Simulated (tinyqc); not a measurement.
Keating valence-force model of a tetrahedral crystal. From one set of inputs to another, one input at a time. Computed by tinyqc, a small Python program. Command: `OMP_NUM_THREADS=1 python tinyqc.py 3021967 3021968 out.jsonl keating ladder`. One thread of a shared host (Intel(R) Xeon(R) Processor @ 2.30GHz), about 0.08 s of CPU time with the checks.

Atom A sits at 0 and atom B at a/4 (1,1,1) of an fcc lattice; the four bonds from A are t = a/4 (1,1,1), a/4 (1,-1,-1), a/4 (-1,1,-1), a/4 (-1,-1,1), of length d = sqrt(3) a/4. Energy: E = (3 alpha/(8 d^2)) sum over bonds (r.r - d^2)^2 + (3 beta/(8 d^2)) sum over pairs of bonds at one atom (r_i.r_j + d^2/3)^2; both atoms have the mass M. The cell holds two atoms, Omega = a^3/4. 1 N/m = 1 J/m^2. With constants fitted to the elastic moduli this model puts optical and zone-boundary frequencies of real crystals too high, by up to about 20 % in elemental crystals and up to about 50 % in compounds, and mostly by more for TA modes; in compounds the lattice part of the static dielectric constant then comes out too low.

The inputs printed are set A. Set A is modelled on diamond; the values taken over come from a set modelled on silicon. Inputs not listed in the table keep their values of set A, so the rows need not describe a real material.

Inputs (values chosen for the exercise, modelled on diamond):
```
quantity                value  unit
atomic mass M          12.011     u
bond stretching alpha     130   N/m
bond bending beta        88.6   N/m
mesh divisions n            4     -
temperature T             600     K
```

Structure: diamond.

Constants: nu for 1 eV/(angstrom^2 u) = 15.6333042 THz; 1 eV/angstrom^2 = 16.02176634 J/m^2; 1 THz = 33.35640952 1/cm; h x 1 THz = 4.135667696 meV; k_B = 8.617333262e-05 eV/K.

Method:
- mu = M/2; lambda = 4 (alpha + beta)/mu with the springs in eV/angstrom^2; nu = 15.6333042 THz x sqrt(lambda).
- With displacements u exp(i q.r), each bracket changes by g.u, where g = (g_A, g_B): bond t, g = (-2 t, 2 t exp(i q.t)); pair (i, j) at A, g = (-(t_i + t_j), t_i exp(i q.t_j) + t_j exp(i q.t_i)); pair at B, g = (-t_i exp(-i q.t_j) - t_j exp(-i q.t_i), t_i + t_j). Then D_mn = sum over the 4 bonds and 12 pairs of (4 k/a^2) conj(g_m) g_n / sqrt(M_m M_n), with k = alpha or beta converted to eV/angstrom^2.
- An eigenvalue lambda of D in eV/(angstrom^2 u) gives nu = 15.6333042 THz x sqrt(lambda).
- Take the lowest frequency at X = (1, 0, 0) 2 pi/a, the transverse acoustic (TA) mode.
- Mesh: q = sum_i (m_i + 1/2)/n b_i, m_i = 0..n-1, with b = [[-1, 1, 1], [1, -1, 1], [1, 1, -1]] in 2 pi/a; sums over the six modes are averaged over the n^3 points and halved, per atom.
- With x = h nu/(k_B T) and n = 1/(exp(x) - 1) for each mode: F = k_B T [x/2 + ln(1 - exp(-x))], U = k_B T x (n + 1/2), S/k_B = x n - ln(1 - exp(-x)), C/k_B = x^2 n (n + 1).
- The acoustic share counts the three lowest modes at each q; zero-point energy = sum h nu/2.

Each row keeps all changes above it:
```
input moved                    from      to  Raman frequency (THz)  TA frequency at X (THz)  entropy S (k_B/atom)
set A                             -       -                 47.128                   30.003                0.9787
temperature T (K)               600     300                 47.128                   30.003                0.2085
bond bending beta (N/m)        88.6    13.3                 38.157                   11.625                0.8130
atomic mass M (u)            12.011  28.086                 24.953                    7.602                1.4434
bond stretching alpha (N/m)     130    50.4                 16.637                    7.602                1.9072
```

Raman frequency goes from 47.1 to 16.6, a factor 0.353 in all. The largest single move comes from atomic mass M (a factor 0.654). TA frequency at X goes from 30.0 to 7.60, a factor 0.253 in all. The largest single move comes from bond bending beta (a factor 0.387). Entropy S goes from 0.979 to 1.91, a factor 1.95 in all. The largest single move comes from temperature T (a factor 0.213), but it runs against the net change; the largest move in the direction of the net change is bond bending beta (a factor 3.90). The single moves hold for this order of the switches; the total does not depend on the order.

Extremes, crossings and ranges named in words are read from the listed rows.
